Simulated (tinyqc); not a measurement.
Worked calculation: X-ray reflectivity of a thin film on silicon: critical angles, Parratt recursion, fringes and roughness. Computed by tinyqc, a small Python program that keeps every step. Command: `OMP_NUM_THREADS=1 python tinyqc.py 3120209 3120210 out.jsonl xrr walk`. One thread of a shared host (Intel(R) Xeon(R) Processor @ 2.30GHz), about 0.01 s of CPU time with the checks. Intermediate numbers are printed to about 5 digits and carried at full precision; extremes and crossings named in words are read from the listed rows.

n = 1 - delta + i beta; the classical electron radius is r_e = 2.8179403e-6 nm. Layer 0 is vacuum, 1 the film, 2 the substrate.

Inputs (values chosen for the exercise, modelled on Si3N4 on silicon, copper K-alpha radiation):
```
quantity                                        value     unit
wavelength lambda                             0.15406       nm
film density rho                                 2.79   g/cm^3
effective electrons per unit mass, film         0.503    mol/g
beta/delta, film                                0.016        -
film thickness d                                 24.6       nm
roughness of the surface sigma_1                 0.79       nm
roughness of the interface sigma_2               0.29       nm
substrate density                                2.33   g/cm^3
effective electrons per unit mass, substrate    0.507    mol/g
beta/delta, substrate                           0.023        -
grazing angle theta                             0.927  degrees
```

Constants: N_A = 6.02214076e+23 1/mol.

## Optical constants

delta = r_e lambda^2 rho_e/(2 pi), rho_e = density x electrons per mass x N_A; critical angle sqrt(2 delta), q_c = 4 sqrt(pi r_e rho_e).

Constants:
```
layer      rho_e (1/nm^3)       delta        beta  critical angle (degrees)  q_c (1/nm)
film               845.13  8.9961e-06  1.4394e-07                   0.24303     0.34599
substrate          711.40  7.5726e-06  1.7417e-07                   0.22298     0.31744
```

The film is denser in electrons than the substrate; X-rays tunnel through a film of a few nanometres, so the edge of total reflection moves to the value of the film only as it thickens.

## Critical angle of the film

The formulas are those given above.

critical angle of the film = 0.24303 degrees

## Reflectivity at one angle

k_j = (2 pi/lambda) sqrt(sin^2 theta - 2 delta_j + 2 i beta_j); r_ij = (k_i - k_j)/(k_i + k_j) x exp(-2 k_i k_j sigma^2) (Nevot-Croce); r = (r_01 + r_12 p)/(1 + r_01 r_12 p), p = exp(2 i k_1 d); R = |r|^2.

k_0, k_1, k_2 (1/nm): 0.65982  0.63674+0.00038i  0.64045+0.00045i

1000 r_01 = 10.537-0.178i

1000 r_12 = -2.7106-0.0538i

p = 0.97785-0.08648i

reflectivity R = 6.2125e-05

q = 4 pi sin(theta)/lambda = 1.3196 1/nm

## Fringe period, contrast and decay

Far above the critical angle the period is d theta = lambda/(2 d), or 2 pi/d in q; the envelope runs between (|r_01| - |r_12 p|)^2 and (|r_01| + |r_12 p|)^2; contrast = 2 a b/(a^2 + b^2) with a = |r_01|, b = |r_12 p|; roughness factors on the amplitudes are about exp(-q^2 sigma^2/2).

period in theta = 0.17941 degrees

period in q = 0.25541 1/nm

contrast = 0.47481

roughness factor, surface = 0.58076

roughness factor, interface = 0.92939

## Thickness from the minima

Minima of R theta^4 are located on 6001 points over 7.5 periods, from 1.15 times the larger critical angle. With refraction, sin^2(theta_m) = 2 delta + m^2 (lambda/(2 d))^2, m integer or half-integer; the first six minima are used, and the first order is the one that minimises the largest residual of the least-squares line plus the distance of its intercept from 2 delta. Without refraction, d = lambda/(2 x mean step of sin theta).

Minima:
```
order m  theta (degrees)  sin^2 theta
1                 0.3048   2.8305e-05
2                 0.4354   5.7733e-05
3                 0.5923   1.0687e-04
4                 0.7594   1.7566e-04
5                 0.9310   2.6399e-04
6                 1.1050   3.7190e-04
```

d with refraction = 24.584 nm

d without refraction = 27.581 nm

Against d = 24.6 nm the errors are -0.07 % with and +12.12 % without refraction. The orders are integers, as r_01 and r_12 have opposite signs for a film denser than the substrate.

## Which roughness does what

R is averaged over one period above each angle (64 points); contrast = (max - min)/(max + min) of R theta^4 over that period. Cases: smooth; only sigma_1; only sigma_2; both.

Mean R and contrast:
```
theta (degrees)    R smooth  contrast  R, sigma_1  contrast, sigma_1  R, sigma_2  contrast, sigma_2     R, both  contrast, both
0.8              4.1862e-04   0.31969  1.7738e-04            0.56838  4.1698e-04            0.30148  1.7578e-04         0.54436
1.2              8.5508e-05   0.30717  1.3045e-05            0.76830  8.4998e-05            0.27031  1.2555e-05         0.71281
1.8              1.7844e-05   0.30729  6.1028e-07            0.97442  1.7678e-05            0.23304  4.2170e-07         0.99567
2.5              4.9946e-06   0.30764  1.2123e-07            0.20304  4.9274e-06            0.17943  3.9221e-08         0.31520
3.5              1.3658e-06   0.30800  3.3084e-08            0.00460  1.3342e-06            0.10786  3.7525e-09         0.11125
```

At 2.5 degrees sigma_1 alone multiplies the mean R by 0.024 and sigma_2 alone by 0.99; the contrast goes from 0.31 (smooth) to 0.20 and 0.18.

Checks made by the program: smooth bare substrate far above q_c against (q_c/2q)^4 (relative difference 1e-03).
